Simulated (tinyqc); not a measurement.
Yield over energy: physical sputtering: collision-cascade yield, angular dependence, faceting and resputtering in deposition. Computed by tinyqc, a small Python program. Command: `OMP_NUM_THREADS=1 python tinyqc.py 3022659 3022660 out.jsonl sputter walk`. One thread of a shared host (Intel(R) Xeon(R) Processor @ 2.30GHz), about 0.01 s of CPU time with the checks.

Ions start collision cascades; atoms that reach the surface with more than U leave. The target is amorphous or fine-grained.

Inputs (values chosen for the exercise, modelled on argon ions on aluminium): ion Z1 = 18; ion mass M1 = 39.95 u; target Z2 = 13; target mass M2 = 26.98 u; surface binding energy U = 3.39 eV; target density N = 60.2 1/nm^3; fit factor Q = 1; ion energy E = 1200 eV; current density J = 0.12 mA/cm^2.

Constants: e = 1.602176634e-19 C.

Method. gamma = 4 M1 M2/(M1 + M2)^2; threshold E_th = 6.7 U/gamma for M1 >= M2, else U (1 + 5.7 M1/M2)/gamma. eps = 0.03255 M2 E/(Z1 Z2 (M1 + M2) z), z = (Z1^(2/3) + Z2^(2/3))^(1/2), E in eV; s_n = 3.441 sqrt(eps) ln(eps + 2.718)/(1 + 6.355 sqrt(eps) + eps (6.882 sqrt(eps) - 1.708)); S_n = 84.78 Z1 Z2 M1 s_n/((M1 + M2) z) in eV angstrom^2; alpha = 0.249 (M2/M1)^0.56 + 0.0035 (M2/M1)^1.5 for M1 <= M2, else 0.0875 (M2/M1)^(-0.15) + 0.165 M2/M1; Y0 = 0.042 Q alpha S_n/U [1 - sqrt(E_th/E)]^2.5 (the electronic-loss factor of the full formula is dropped). Erosion rate = Y0 J/(e N); 1 cm^2 = 1e14 nm^2.

threshold E_th = 23.5992 eV

Normal incidence:
```
E (eV)         eps  S_n (eV angstrom^2)      Y0  Y0 per keV
50      7.9628e-04                277.2  0.0384      0.7689
100     1.5926e-03                369.2  0.1772      1.7716
200     3.1851e-03                482.7  0.4265      2.1327
300     4.7777e-03                559.0  0.6212      2.0705
500     7.9628e-03                664.5  0.9115      1.8230
1000    1.5926e-02                821.2  1.3695      1.3695
2000    3.1851e-02                986.0  1.8716      0.9358
5000    7.9628e-02               1194.8  2.5304      0.5061
10000   1.5926e-01               1318.6  2.9460      0.2946
30000   4.7777e-01               1356.9  3.1977      0.1066
100000  1.5926e+00               1060.0  2.5803      0.0258
```

The yield per keV peaks at 200 eV among these rows, 8 times the threshold, the most economical range for removing atoms. Y0 varies as E^2.20 between the first rows and as E^-0.18 at the end; it peaks near 30000 eV, close to the broad maximum of nuclear stopping. Caution: the electronic-loss factor, dropped here, would lower the yields at the highest energies slightly.

Extremes, crossings and ranges named in words are read from the listed rows.
